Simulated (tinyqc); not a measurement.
From results back to parameters: polar nitride quantum well with polarisation fields. Two cases, with inputs chosen for the exercise.

Problem. The field in the well was computed from a hidden polarisation difference.

In a periodic stack without free charge the potential drop over a period vanishes: F_w = (P_b - P_w) Lb/(eps0 (eps_w Lb + eps_b Lw)), F_b = -F_w Lw/Lb, eps0 = 8.8541878e-12 F/m; 1 MV/cm = 1e8 V/m = 0.01 V/angstrom.

Find: P_b - P_w; sheet charge |P_b - P_w|/e, e = 1.602176634e-19 C; F_w for very thick barriers.

Method. P_b - P_w = eps0 F_w (eps_w Lb + eps_b Lw)/Lb; for Lb much larger than Lw the field tends to (P_b - P_w)/(eps0 eps_w).

Case 1.

Values chosen (near those of a GaN well in AlN; not measured data): Lw = 15 angstrom (well width); Lb = 110 angstrom (barrier width); eps_w = 10.1 (dielectric constant); eps_b = 10.1 (dielectric constant).

F_w = -8.0949 MV/cm

Solution.

P_b - P_w = -0.0823 C/m^2
sheet charge |P_b - P_w|/e, e = 1.602176634e-19 C = 5.13 x 1e13/cm^2
F_w for very thick barriers = -9.199 MV/cm

Case 2.

Values chosen (near those of a GaN well in AlN; not measured data): Lw = 20 angstrom (well width); Lb = 70 angstrom (barrier width); eps_w = 10.4 (dielectric constant); eps_b = 10.1 (dielectric constant).

F_w = -6.6569 MV/cm

Solution.

P_b - P_w = -0.0783 C/m^2
sheet charge |P_b - P_w|/e, e = 1.602176634e-19 C = 4.89 x 1e13/cm^2
F_w for very thick barriers = -8.504 MV/cm

Computed by tinyqc, one run a case: `OMP_NUM_THREADS=1 python tinyqc.py N N+1 out.jsonl` with N = 1280625, 1280690; one thread of a shared Intel(R) Xeon(R) Processor @ 2.30GHz, about 0.05 s a run at most.
